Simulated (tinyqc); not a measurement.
Composition of the buffer: band edges of strained Si(1-x)Ge(x) on relaxed Si(1-y)Ge(y).

Values are linear in the Ge fraction but for ED(x) = linear - CD x (1 - x) and a(x) = linear - Ca x (1 - x). Energies are on the common scale of Ev.

Coherent growth on a (111) face: e_par = (a(y) - a(x))/a(x), e_perp = -(2 C11 + 4 C12 - 4 C44)/(C11 + 2 C12 + 4 C44) e_par; exx = eyy = ezz = (2 e_par + e_perp)/3 and exy = eyz = ezx = (e_perp - e_par)/3.

A valley with unit axis u lies at Ev + gap + (av + a_valley) tr(e) + Xu (u.e.u - tr(e)/3); the Delta axes are x, y, z and the L axes [111], [1-1-1], [-11-1], [-1-11]. The second-order shift of the Delta valleys under shear is left out; it lowers the pair normal to the sheared plane by tens of meV at a shear of 1 %.

Valence edges: Ev plus the levels of the 6 x 6 matrix of X, Y, Z times spin with -Dso/3 + l exx + m (eyy + ezz) on the diagonal (cyclic), n exy off it, l = av + 2 b, m = av - b, n = sqrt(3) d. Spin-orbit term (Dso/3) L.sigma on X, Y, Z with (L_k)_ij = -i epsilon_kij: <X+|H|Y+> = -i Dso/3, <X+|H|Z-> = Dso/3, <Y+|H|Z-> = -i Dso/3, <Z+|H|X-> = -Dso/3, <Z+|H|Y-> = i Dso/3, <X-|H|Y-> = i Dso/3, and their conjugates; + and - are the spin along z.

Values chosen for the exercise (end members near Si and Ge, in this order; the results hold for these values, not for the real material): a = (5.428, 5.658) angstrom (lattice constant); Dso = (0.044, 0.287) eV (spin-orbit splitting); av = (2.45, 1.23) eV (valence hydrostatic potential); b = (-2.1, -2.56) eV (tetragonal shear potential); d = (-4.82, -5.36) eV (trigonal shear potential); C11 = (166.1, 127) GPa; C12 = (63.1, 47.7) GPa; C44 = (80.7, 66.4) GPa; Ev = (0, 0.63) eV (top of the unstrained valence band); ED = (1.177, 0.923) eV (gap to the Delta valleys); EL = (2.036, 0.747) eV (gap to the L valleys); aD = (1.63, 1.23) eV (hydrostatic potential of the Delta gap); aL = (-3.23, -2.86) eV (hydrostatic potential of the L gap); XuD = (9.1, 9.74) eV (uniaxial potential, Delta); XuL = (16.22, 15.51) eV (uniaxial potential, L); CD = 0.222 eV (bowing of the Delta gap); Ca = 0 angstrom (bowing of the lattice constant); face = 111 (growth face); x = 0 (Ge fraction of the layer).

The layer is kept. dEc = Ec(buffer) - Ec(layer), dEv = Ev(layer) - Ev(buffer); buffer edges Ev(y) and Ev(y) + min(ED, EL). The digit behind Delta or L counts whole valleys.

Results:
```
y     e_par (%)  lowest valleys  gap (eV)  next valleys above (meV)  valence splitting (meV)  dEc (eV)  dEv (eV)
0.08       0.34          Delta6     1.167                       781                       33    -0.008    -0.018
0.16       0.68          Delta6     1.151                       703                       70    -0.013    -0.031
0.24       1.02          Delta6     1.134                       624                      109    -0.016    -0.043
0.31       1.31          Delta6     1.119                       556                      144    -0.015    -0.053
0.39       1.65          Delta6     1.101                       478                      184    -0.012    -0.063
0.47       1.99          Delta6     1.083                       400                      224    -0.007    -0.074
0.55       2.33          Delta6     1.065                       321                      264     0.002    -0.085
```

The gap is 1.167 eV in the first row and 1.065 eV in the last. The lowest valleys are Delta6 throughout. Per 0.1 of y the valence offset moves by -14 meV on average; the conduction offset lies between -16 and +2 meV, not monotonically. Both carriers sit on one side for y = 0.08, 0.16, 0.24, 0.31, 0.39 and 0.47, and on opposite sides elsewhere. Offsets below about 30 meV are within the spread of parameter sets, so those rows do not settle the type. Strains above 2 % can be kept only in layers of a few nanometres.

tinyqc: `OMP_NUM_THREADS=1 python tinyqc.py 1051126 1051127 out.jsonl`; about 0.01 s, one thread, shared Intel(R) Xeon(R) Processor @ 2.30GHz.
